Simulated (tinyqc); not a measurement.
Abrupt p-n junction, non-linear Poisson equation by Newton steps: two steps of the calculation.

One dimension, p side on the left, n side on the right; net doping C = -Na for x < 0 and +Nd for x > 0. The potential psi is counted from the intrinsic level, and the quasi-Fermi potentials are flat: 0 for holes and -V for electrons, so n = ni exp((psi + V)/Vt) and p = ni exp(-psi/Vt) (Boltzmann statistics, full ionisation, no current).

Values chosen for this exercise; band and dielectric values those of a made-up semiconductor: temperature T = 300 K; band gap Eg = 0.985 eV; relative permittivity eps_r = 11; conduction-band density of states at T Nc = 2.65e19 cm^-3; valence-band density of states at T Nv = 2.44e19 cm^-3; acceptor density of the p side Na = 3.4e15 cm^-3; donor density of the n side Nd = 5.6e15 cm^-3; bias of the p side against the n side V = 0 V.

Constants: q = 1.602176634e-19 C, kB = 1.380649e-23 J/K, Vt = kB T/q, eps0 = 8.8541878128e-14 F/cm where lengths are in cm. Results are converted to the units shown.

Question 1. Intrinsic density, end potentials and Debye lengths. ni = sqrt(Nc Nv) exp(-Eg/(2 Vt)), Eg in volts; psi_p = -Vt ln(Na/ni), psi_n = Vt ln(Nd/ni) - V; Debye length sqrt(eps0 eps_r Vt/(q N)).

Wanted: ni; psi_p; psi_n; Debye length, p side; Debye length, n side.

Answer 1.

ni = 1.3542e11 cm^-3
psi_p = -0.26190 V
psi_n = 0.27480 V
Debye length, p side = 67.987 nm
Debye length, n side = 52.975 nm

Question 2. Converged densities, field and charge. n and p as above; field E_i = -(psi_(i+1) - psi_i)/h_i on each interval; charge on either side of the peak Q = eps0 eps_r |E|max (Gauss).

```
node  x (nm)  converged psi (V)  net doping C (cm^-3)
0       -994        -0.26190420               -3.4e15
1       -691        -0.26173071               -3.4e15
2       -459        -0.25927628               -3.4e15
3       -281        -0.23766646               -3.4e15
4       -144        -0.14760810               -3.4e15
5        -40        -0.00999317               -3.4e15
6         40         0.13702795                5.6e15
7        133         0.23419271                5.6e15
8        242         0.26773801                5.6e15
9        368         0.27389767                5.6e15
10       515         0.27471503                5.6e15
11       686         0.27480412                5.6e15
```

ni = 1.3541975e11 cm^-3

Find: n; p; field E; peak |E|; charge Q.

Answer 2.

```
node  n (cm^-3)  p (cm^-3)
0      5.3937e6  3.4000e15
1      5.4300e6  3.3773e15
2      5.9708e6  3.0714e15
3      1.3774e7  1.3314e15
4      4.4872e8  4.0869e13
5     9.2003e10  1.9932e11
6     2.7143e13   6.7564e8
7     1.1640e15   1.5755e7
8     4.2607e15   4.3041e6
9     5.4070e15   3.3916e6
10    5.5807e15   3.2860e6
11    5.6000e15   3.2747e6
```

field E, interval 0 to 10 (kV/cm): -0.006  -0.106  -1.214  -6.574  -13.232  -18.378  -10.448  -3.078  -0.489  -0.056  -0.005
peak |E| = 18.378 kV/cm
charge Q = 17.899 nC/cm^2

Numbers from tinyqc (`OMP_NUM_THREADS=1 python tinyqc.py 2000171 2000172 out.jsonl`; about 0.01 s on one thread of a shared Intel Xeon 2.30GHz).
